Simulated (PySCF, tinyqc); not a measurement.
Worked calculation: RHF in the sto-6g basis, for Li-, spin multiplicity 1. The basis has no diffuse functions, so it cannot describe the extra electron: this is an exercise in the method, not the real anion. This run ends on a higher stationary point, not on the lowest solution. The lowest restricted solution is unstable here: a spin-polarised one lies 0.0049 hartree lower (PySCF). One step of it, computed by the program tinyqc.

Problem. Iteration 3: building the Fock matrix. J_ij = sum D_kl (ij|kl), K_ij = sum D_kl (ik|jl); F = H + J - 0.5 K; E = tr D H + tr D J / 2 - 0.25 tr D K + E_nn.

D after iteration 2, lower triangle:
```
           1Li 1s    1Li 2s   1Li 2px   1Li 2py   1Li 2pz
1Li 1s   1.914005
1Li 2s   0.011717  0.000470
1Li 2px  0.000000  0.000000  0.000000
1Li 2py  0.000000  0.000000  0.000000  2.000000
1Li 2pz  0.000000  0.000000  0.000000  0.000000  0.080000
```

core Hamiltonian H = T + V (hartree), lower triangle:
```
            1Li 1s     1Li 2s    1Li 2px    1Li 2py    1Li 2pz
1Li 1s   -4.450402
1Li 2s   -0.939085  -1.093522
1Li 2px   0.000000   0.000000  -0.879985
1Li 2py   0.000000   0.000000   0.000000  -0.879985
1Li 2pz   0.000000   0.000000   0.000000   0.000000  -0.879985
```

Two-electron integrals (ij|kl) in chemists' order, unique and non-zero (hartree):
```
(11|11) 1.681247   (21|11) 0.242603   (21|21) 0.044507   (22|11) 0.397190
(22|21) 0.090279   (22|22) 0.290625   (31|31) 0.009437   (32|31) 0.014261
(32|32) 0.064236   (33|11) 0.397190   (33|21) 0.090279   (33|22) 0.290625
(33|33) 0.313125   (41|41) 0.009437   (42|41) 0.014261   (42|42) 0.064236
(43|43) 0.016875   (44|11) 0.397190   (44|21) 0.090279   (44|22) 0.290625
(44|33) 0.279374   (44|44) 0.313125   (51|51) 0.009437   (52|51) 0.014261
(52|52) 0.064236   (53|53) 0.016875   (54|54) 0.016875   (55|11) 0.397190
(55|21) 0.090279   (55|22) 0.290625   (55|33) 0.279374   (55|44) 0.279374
(55|55) 0.313125
```

nuclear repulsion = 0 hartree

Give: Coulomb J; exchange K; Fock matrix F; total energy of this density.

Solution.

Coulomb J (hartree), lower triangle:
```
         1Li 1s  1Li 2s  1Li 2px  1Li 2py  1Li 2pz
1Li 1s    4.050
1Li 2s    0.653   1.367
1Li 2px   0.000   0.000    1.344
1Li 2py   0.000   0.000    0.000    1.411
1Li 2pz   0.000   0.000    0.000    0.000    1.346
```

exchange K (hartree), lower triangle:
```
         1Li 1s  1Li 2s  1Li 2px  1Li 2py  1Li 2pz
1Li 1s    3.243
1Li 2s    0.499   0.221
1Li 2px   0.000   0.000    0.054
1Li 2py   0.000   0.000    0.000    0.646
1Li 2pz   0.000   0.000    0.000    0.000    0.077
```

Fock matrix F (hartree), lower triangle:
```
         1Li 1s  1Li 2s  1Li 2px  1Li 2py  1Li 2pz
1Li 1s   -2.022
1Li 2s   -0.535   0.163
1Li 2px   0.000   0.000    0.437
1Li 2py   0.000   0.000    0.000    0.208
1Li 2pz   0.000   0.000    0.000    0.000    0.428
```

total energy of this density = -6.90168 hartree

This density is a damped mixture and is not idempotent.
